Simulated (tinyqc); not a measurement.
The 3-omega method: a line heater on a substrate with a thin film: one step, computed by the program tinyqc.

A current at angular frequency omega = 2 pi f heats the line at 2 omega with the amplitude P per length; the temperature swing Delta T at 2 omega gives a voltage at 3 omega. The substrate is taken as semi-infinite and isotropic, and the heat capacity of heater and film is left out.

Task: Temperature swing of the bare substrate. Delta T_s = (P/(pi kappa)) int_0^infinity (sin x/x)^2 / sqrt(x^2 + (q b)^2) dx with (q b)^2 = i |q b|^2, averaged over the heater width (12 Gauss-Legendre points on each of the pieces 0, 14 log-spaced edges from 1e-5 to 1, and multiples of pi to 40 pi; the tail adds 1/(4 (40 pi)^2)). For |q| b much below 1: Delta T_s = (P/(pi kappa)) [-ln(|q| b) + eta - i pi/4], eta = 3/2 - C_E = 0.92278, with Euler's C_E = 0.5772157.

Inputs (values chosen for the exercise, modelled on hafnia on silica):
```
quantity,value,unit
substrate conductivity kappa,1.46,W/(m K)
substrate heat capacity C,1.61,1e6 J/(m^3 K)
heater half-width b,3.8,micrometre
power amplitude per length P,1.2,W/m
current frequency f,2800,Hz
```

|q| b = 0.7485211

Give: in-phase Delta T_s; out-of-phase Delta T_s; in-phase, narrow-line form; out-of-phase, narrow-line form.

Result:

in-phase Delta T_s = 0.3342 K

out-of-phase Delta T_s = -0.1728 K

in-phase, narrow-line form = 0.3172 K

out-of-phase, narrow-line form = -0.2055 K

The narrow-line form misses the in-phase part by -5.08 % and the out-of-phase part by +18.9 % at |q| b = 0.749.
